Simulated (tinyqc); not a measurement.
Warping of the constant-energy contours: six-band Luttinger-Kohn model.

Six-band Luttinger-Kohn model in the basis |3/2,3/2>, |3/2,1/2>, |3/2,-1/2>, |3/2,-3/2>, |1/2,1/2>, |1/2,-1/2>, electron energies, zero at the top of the unstrained valence band. H = -[rows: (P+Q, -S, R, 0, -S/r2, r2 R); (-S*, P-Q, 0, R, -r2 Q, r32 S); (R*, 0, P-Q, S, r32 S*, r2 Q); (0, R*, S*, P+Q, -r2 R*, -S*/r2); (-S*/r2, -r2 Q, r32 S, -r2 R, P+Dso, 0); (r2 R*, r32 S*, r2 Q, -S/r2, 0, P+Dso)], r2 = sqrt(2), r32 = sqrt(3/2). Levels are twofold.

P = c g1 k^2 - av tr(e); Q = c g2 (kx^2 + ky^2 - 2 kz^2) - (b/2)(exx + eyy - 2 ezz); R = c sqrt3 [-g2 (kx^2 - ky^2) + 2i g3 kx ky] + (sqrt3/2) b (exx - eyy) - i d exy; S = 2 c sqrt3 g3 (kx - i ky) kz - d (exz - i eyz); c = hbar^2/2m0, e the strain tensor (not engineering shear).

Constants: hbar^2/2m0 = 3.80998211 eV angstrom^2.

Inputs chosen for the exercise (near those of Si; the results hold for these values, not for the real material): Dso = 0.046 eV (spin-orbit splitting); g1 = 4.34 (Luttinger gamma1); g2 = 0.34 (gamma2); g3 = 1.43 (gamma3); E_h = 60 meV (hole energy below the top).

No strain (e = 0). In the plane kz = 0, |k| where the top and second pairs lie E_h below the top, against the angle from [100]; m = c k^2/E_h.

Contours:

| angle (degrees) | k top (1/angstrom) | k second (1/angstrom) | m top (m0) | m second (m0) |
|---|---|---|---|---|
| 0 | 0.0656 | 0.0577 | 0.273 | 0.211 |
| 9 | 0.0693 | 0.0574 | 0.305 | 0.209 |
| 18 | 0.0809 | 0.0571 | 0.415 | 0.207 |
| 27 | 0.1038 | 0.0569 | 0.684 | 0.206 |
| 36 | 0.1433 | 0.0569 | 1.303 | 0.205 |
| 45 | 0.1750 | 0.0568 | 1.944 | 0.205 |

What does the comparison show?

The heavy contour reaches 2.668 times as far along [110] as along [100], the light one 0.986 times. The warping follows g3 - g2 = 1.09 and would vanish for g2 = g3. Along [100] the heavy mass is 1/(g1 - 2 g2) = 0.273 at any energy, while the light one is 0.2112, against 1/(g1 + 2 g2) = 0.1992 at the edge, for E_h/Dso = 1.30.

Program tinyqc; command `OMP_NUM_THREADS=1 python tinyqc.py 1080952 1080953 out.jsonl`; about 0.03 s on one thread of a shared Intel(R) Xeon(R) Processor @ 2.30GHz.
